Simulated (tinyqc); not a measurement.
Worked calculation: current of a Schottky diode by thermionic-emission-diffusion theory, and its read-back from I-V-T and C-V data. Computed by tinyqc, a small Python program that keeps every step. Command: `OMP_NUM_THREADS=1 python tinyqc.py 3017940 3017941 out.jsonl schottky walk`. One thread of a shared host (Intel(R) Xeon(R) Processor @ 2.30GHz), about 0.01 s of CPU time with the checks. Intermediate numbers are printed to about 5 digits and carried at full precision; extremes and crossings named in words are read from the listed rows.

Full ionisation, no tunnelling, no recombination current. V is the voltage across the junction itself, forward positive.

Inputs (values chosen for the exercise, modelled on n-type 4H-SiC):
```
quantity                                     value           unit
Richardson constant A*                         140   A/(cm^2 K^2)
effective density of states at 300 K, N_c  1.6e+19         1/cm^3
permittivity eps                               9.7              -
mobility mu                                    860     cm^2/(V s)
barrier without image force phi_0 (mean)      1.17             eV
doping N                                   4.2e+15         1/cm^3
series resistance R_s                         0.16  milliohm cm^2
junction voltage V                            0.66              V
temperature T                                  300              K
standard deviation sigma                        69            meV
relative change of sigma^2 with bias, rho     0.66            1/V
```

Barrier: Gaussian spread of heights.

Constants: k_B = 8.617333262e-05 eV/K; e = 1.602176634e-19 C; eps_0 = 8.8541878128e-12 F/m.

## Barrier at the given bias

N_c(T) = N_c (T/300 K)^(3/2); V_bi = phi_0 - (k_B T/e) ln(N_c(T)/N); surface field F = sqrt(2 e N (V_bi - V - k_B T/e)/(eps eps_0)); image lowering d_phi = sqrt(e F/(4 pi eps eps_0)); effective barrier phi = phi_0 - d_phi - sigma^2 (1 - rho V)/(2 k_B T).

built-in voltage V_bi = 0.95684 V

surface field F = 20.607 kV/cm

image lowering = 17.490 meV

effective barrier phi = 1.1005 eV

## Current

Collection velocity v_R = A* T^2/(e N_c(T)); diffusion velocity v_D = mu F; J = e N_c(T) v_R/(1 + v_R/v_D) exp(-phi/k_B T) [exp(e V/k_B T) - 1]. Terminal voltage V + J R_s.

v_R = 4.9152e+06 cm/s

v_D = 1.7722e+07 cm/s

current density J = 0.39204 A/cm^2

terminal voltage = 0.66006 V

v_D/v_R = 3.61: both steps matter.

## Read-back from the I-V curve

Ideality n = (e/k_B T)/(d ln J/dV) by a central difference of +/- 1 mV; J_0 = J exp(-e V/(n k_B T)); apparent barrier phi_IV = k_B T ln(A* T^2/J_0); a C-V plot gives phi_CV = phi_0, the mean without lowering.

ideality factor n = 1.0956

extrapolated J_0 = 2.9743e-11 A/cm^2

apparent barrier phi_IV = 1.0493 eV

phi_CV - phi_IV = 120.73 meV

n exceeds 1 because forward bias lowers the field, which weakens the image lowering and v_D, and narrows the spread of barriers.

## Temperature series and Richardson plot

A least-squares line of ln(J_0/T^2) against 1/(k_B T) gives a barrier (minus the slope) and a Richardson constant (exp of the intercept).

At the same junction voltage:
```
T (K)  1/k_B T (1/eV)       n  J_0 (A/cm^2)  phi_IV (eV)  ln(J_0/T^2)
200            58.023  1.1212    2.6498e-19       1.0050      -53.371
250            46.418  1.1034    1.3661e-14       1.0321      -42.967
300            38.682  1.0956    2.9743e-11       1.0493      -35.646
350            33.156  1.0957    9.4455e-09       1.0597      -30.194
400            29.011  1.1057    8.8657e-07       1.0637      -25.919
450            25.788  1.1351    4.0245e-05       1.0579      -22.339
```

barrier from the Richardson plot = 0.95940 eV

Richardson constant from the plot = 6.5301 A/(cm^2 K^2)

From 200 to 450 K n goes from 1.121 to 1.135 and phi_IV from 1.005 to 1.058 eV. The plot returns 0.959 eV against phi_0 = 1.17 and a constant 0.0466 times the true A*: a spread of barriers lets cold carriers pick the low patches, which bends the plot and lowers both numbers.

## Forward curve with series resistance

Terminal voltage V + J R_s; apparent ideality from neighbouring rows, (e/k_B T) dV_terminal/d ln J.

Forward curve; the last column belongs to the interval up to the next row:
```
V (V)  J (A/cm^2)  terminal voltage (V)  apparent n
0.226  7.2814e-08               0.22600      1.0775
0.314  1.7146e-06               0.31400      1.0795
0.402  4.0150e-05               0.40200      1.0820
0.490  9.3311e-04               0.49000      1.0859
0.578  2.1450e-02               0.57800      1.0928
0.666  4.8451e-01               0.66608      1.1238
0.754  1.0592e+01               0.75569      1.5516
0.842  2.1304e+02               0.87609           -
```

The resistance takes over where J R_s exceeds k_B T/e, at J = 162 A/cm^2; the apparent ideality climbs from 1.08 to 1.55, so barrier and n must be read below that current.

Checks made by the program: v_D = mu F against the drift-diffusion integral over the parabolic barrier, a ratio 2 y Dawson(y) with y^2 = (V_bi - V)/(k_B T/e) - 1 (relative difference 6e-02).
